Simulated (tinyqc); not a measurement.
RHF in the sto-3g basis, for H2, spin multiplicity 1, step by step. Computed by tinyqc, a small Python program that keeps every step (integrals from PySCF). Settings: charge = 0, multiplicity = 1, basis = sto-3g, energy threshold = 1e-08, iteration cap = 54, orthogonalisation = symmetric, start = random, DIIS depth = 0, shift = 0.5, method = RHF. Command: `OMP_NUM_THREADS=1 python tinyqc.py 27645 27646 out.jsonl` (the two numbers bound the seeds that draw the settings). One thread of a shared host (Intel(R) Xeon(R) Processor @ 2.60GHz), about 0.03 s of CPU time with the checks. Later iterations appear only in the table of the cycle.

## One-electron integrals

Geometry (angstrom):
```
atom         x         y         z
H     0.000000  0.000000  0.000000
H     0.000000  0.000000  0.924000
```

Basis sto-3g: exponents (1/bohr^2) and contraction coefficients of normalised primitives:
```
element  l (shell)  exponent  coefficient
H            s (1)  3.425251     0.154329
H            s (1)  0.623914     0.535328
H            s (1)  0.168855     0.444635
```

Overlap, kinetic and nuclear-attraction integrals over the contracted functions; the nuclear repulsion is the sum of Za Zb / Rab.

nuclear repulsion = 0.57270261 hartree

overlap S:
```
          1H 1s     2H 1s
1H 1s  1.000000  0.542313
2H 1s  0.542313  1.000000
```

kinetic energy T (hartree):
```
          1H 1s     2H 1s
1H 1s  0.760032  0.141967
2H 1s  0.141967  0.760032
```

nuclear attraction V (hartree):
```
           1H 1s      2H 1s
1H 1s  -1.775598  -0.899314
2H 1s  -0.899314  -1.775598
```

core Hamiltonian H = T + V (hartree):
```
           1H 1s      2H 1s
1H 1s  -1.015566  -0.757347
2H 1s  -0.757347  -1.015566
```

## Two-electron integrals

Functions are numbered as in S; the eight-fold symmetry (ij|kl) = (ji|kl) = (kl|ij) leaves the list below.

Two-electron integrals (ij|kl) in chemists' order, unique and non-zero (hartree):
```
(11|11) 0.774606   (21|11) 0.345822   (21|21) 0.192001   (22|11) 0.503483
(22|21) 0.345822   (22|22) 0.774606
```

## Orthogonalisation

S = U s U^T; symmetric (Loewdin) form X = U s^(-1/2) U^T, so that X^T S X = 1.

eigenvalues of S: 0.457687  1.542313

X:
```
           1H 1s      2H 1s
1H 1s   1.141680  -0.336461
2H 1s  -0.336461   1.141680
```

## Starting guess

The start is random orthonormal orbitals; D = 2 C_occ C_occ^T.

D at the start:
```
           1H 1s      2H 1s
1H 1s   0.002729  -0.075324
2H 1s  -0.075324   2.078969
```

## Iteration 1: building the Fock matrix

J_ij = sum D_kl (ij|kl), K_ij = sum D_kl (ik|jl); F = H + J - 0.5 K; E = tr D H + tr D J / 2 - 0.25 tr D K + E_nn.

Coulomb J (hartree):
```
          1H 1s     2H 1s
1H 1s  0.996743  0.690974
2H 1s  0.690974  1.559659
```

exchange K (hartree):
```
          1H 1s     2H 1s
1H 1s  0.349180  0.667512
2H 1s  0.667512  1.558808
```

Fock matrix F (hartree):
```
           1H 1s      2H 1s
1H 1s  -0.193413  -0.400129
2H 1s  -0.400129  -0.235312
```

total energy of this density = -0.64202974 hartree

## Iteration 1: diagonalisation and new density

A level shift of 0.5 hartree raises the virtual space: F + shift (S - S D(s) S), with D(s) the density of one spin (D/2). Diagonalise F' = X^T F X, C = X C', fill 1 alpha and 1 beta electrons from the bottom; D = 2 C_occ C_occ^T. Each column has its largest component positive (the first on a tie).

F' = X^T F X (hartree):
```
           1          2
1   0.496716  -0.524438
2  -0.524438   0.010745
```

orbital energies (hartree): MO1 -0.324264, MO2 0.831725

coefficients C:
```
            MO1        MO2
1H 1s  0.331058   1.143258
2H 1s  0.781002  -0.898151
```

D after iteration 1:
```
          1H 1s     2H 1s
1H 1s  0.219198  0.517113
2H 1s  0.517113  1.219927
```

## Iteration 2: building the Fock matrix

As before.

Coulomb J (hartree):
```
          1H 1s     2H 1s
1H 1s  1.141664  0.696254
2H 1s  0.696254  1.412984
```

exchange K (hartree):
```
          1H 1s     2H 1s
1H 1s  0.761678  0.857326
2H 1s  0.857326  1.344708
```

Fock matrix F (hartree):
```
           1H 1s      2H 1s
1H 1s  -0.254741  -0.489756
2H 1s  -0.489756  -0.274936
```

total energy of this density = -0.99857450 hartree

## Iteration 2: diagonalisation and new density

As before.

F' = X^T F X (hartree):
```
           1          2
1   0.368198  -0.717178
2  -0.717178   0.133964
```

orbital energies (hartree): MO1 -0.475597, MO2 0.977759

coefficients C:
```
            MO1        MO2
1H 1s  0.483008   1.087815
2H 1s  0.652015  -0.995749
```

D after iteration 2:
```
          1H 1s     2H 1s
1H 1s  0.466594  0.629857
2H 1s  0.629857  0.850246
```

## Iteration 3: building the Fock matrix

As before.

Coulomb J (hartree):
```
          1H 1s     2H 1s
1H 1s  1.225149  0.697259
2H 1s  0.697259  1.329166
```

exchange K (hartree):
```
          1H 1s     2H 1s
1H 1s  0.960312  0.893449
2H 1s  0.893449  1.183830
```

Fock matrix F (hartree):
```
           1H 1s      2H 1s
1H 1s  -0.270573  -0.506813
2H 1s  -0.506813  -0.278315
```

total energy of this density = -1.07364877 hartree

## Iteration 3: diagonalisation and new density

As before.

F' = X^T F X (hartree):
```
           1          2
1   0.295476  -0.753857
2  -0.753857   0.205677
```

orbital energies (hartree): MO1 -0.504616, MO2 1.005770

coefficients C:
```
            MO1        MO2
1H 1s  0.538039   1.061674
2H 1s  0.600208  -1.027808
```

D after iteration 3:
```
          1H 1s     2H 1s
1H 1s  0.578972  0.645871
2H 1s  0.645871  0.720500
```

## Iteration 12 (converged): orbitals

converged F (hartree):
```
           1H 1s      2H 1s
1H 1s  -0.276021  -0.509614
2H 1s  -0.509614  -0.276022
```

Diagonalise F' = X^T F X, C = X C', fill 1 alpha and 1 beta electrons from the bottom; D = 2 C_occ C_occ^T. Each column has its largest component positive (the first on a tie).

F' = X^T F X (hartree):
```
           1          2
1   0.000495  -0.509882
2  -0.509882   0.000493
```

orbital energies (hartree): MO1 -0.509388, MO2 0.510376

coefficients C:
```
            MO1        MO2
1H 1s  0.569375   1.045204
2H 1s  0.569376  -1.045203
```

D after iteration 12:
```
          1H 1s     2H 1s
1H 1s  0.648375  0.648377
2H 1s  0.648377  0.648378
```

## Convergence

Stop when the energy changes by less than 1e-08 hartree and every element of the error matrix X^T (F D S - S D F) X is below 3e-05.

Course of the cycle:
```
iteration  E (hartree)     change  largest element of the error matrix
1          -0.64202974          -                             6.77e-01
2          -0.99857450  -3.57e-01                             3.90e-01
3          -1.07364877  -7.51e-02                             1.54e-01
4          -1.08449927  -1.09e-02                             5.72e-02
5          -1.08597241  -1.47e-03                             2.10e-02
6          -1.08617069  -1.98e-04                             7.70e-03
7          -1.08619734  -2.67e-05                             2.82e-03
8          -1.08620093  -3.58e-06                             1.03e-03
9          -1.08620141  -4.82e-07                             3.79e-04
10         -1.08620147  -6.47e-08                             1.39e-04
11         -1.08620148  -8.70e-09                             5.10e-05
12         -1.08620148  -1.17e-09                             1.87e-05
```

PySCF RHF in the same basis = -1.08620148 hartree

Converged in 12 iterations.

## Populations, bond orders and dipole

Mulliken: Z minus the diagonal of D S on the atom; Loewdin: the same with S^(1/2) D S^(1/2); Mayer order: 2 sum_s sum (D(s) S)_ij (D(s) S)_ji over the two atoms.

Charges (e):
```
atom   Mulliken    Loewdin
1H     1.30e-06   1.09e-06
2H    -1.30e-06  -1.09e-06
```

Mayer bond orders:
```
pair     order
2-1   1.000000
```

dipole moment about the origin, x y z (debye): 0.000000  0.000000  -0.000006
